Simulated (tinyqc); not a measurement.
Low-temperature mobility of a two-dimensional electron gas with static screening: one step, computed by the program tinyqc. Command: `OMP_NUM_THREADS=1 python tinyqc.py 3000571 3000572 out.jsonl twodeg walk`. One thread of a shared host (Intel(R) Xeon(R) Processor @ 2.30GHz), about 0.01 s of CPU time with the checks.

One subband is filled, the gas is degenerate and scatters at the Fermi circle; one permittivity serves on both sides of the interface. All formulas are in SI units, masses times m_0. Piezoelectric and polar phonons are left out, and n_s is taken as set by a gate, independent of N_i.

Question. Remote charges. Form factors of a sheet of zero thickness: G(q) = 1, P(q) = exp(-q d). Dielectric function eps(q) = 1 + q_TF G(q)/q, with q = 2 k_F sin(theta/2). Remote charges: <|U|^2> = N_i [e^2 P(q)/(2 eps eps_0 q)]^2. 1/tau_t = (m/(pi hbar^3)) int_0^pi (1 - cos theta) <|U|^2>/eps(q)^2 dtheta; the quantum rate 1/tau_q drops the factor (1 - cos theta); 200 Gauss-Legendre points in s with theta = pi s^2, s from 0 to 1; mu = e tau_t/m.

Inputs (values chosen for the exercise, modelled on an InAs channel):

| quantity | value | unit |
|---|---|---|
| in-plane mass m | 0.0301 | m_0 |
| mass across the layer m_z | 0.0305 | m_0 |
| permittivity eps | 14.7 | - |
| roughness height Delta | 0.74 | nm |
| correlation length Lambda | 6.1 | nm |
| remote charge density N_i | 4.6e+10 | 1/cm^2 |
| distance d of the charges from the interface | 3.1 | nm |

Wave function: ideal sheet. Roughness spectrum: exponential.

k_F = 0.2297363 1/nm

q_TF = 0.07738878 1/nm

effective field F = 0.05797827 MV/cm

Constants: m_0 = 9.1093837015e-31 kg; hbar = 1.054571817e-34 J s; e = 1.602176634e-19 C; eps_0 = 8.8541878128e-12 F/m.

Give: tau_t, charges; tau_q, charges; remote-charge mobility; tau_t/tau_q, charges.

Answer.

tau_t, charges = 11.031 ps

tau_q, charges = 0.95552 ps

remote-charge mobility = 6.4458e+05 cm^2/(V s)

tau_t/tau_q, charges = 11.545

Caution: E_F exceeds 1.1 (hbar^2 e^2 F^2/2 m_z)^(1/3), of the order of the first subband spacing (1.75 times that in a triangular well, less with self-consistent band bending), so a second subband may fill.
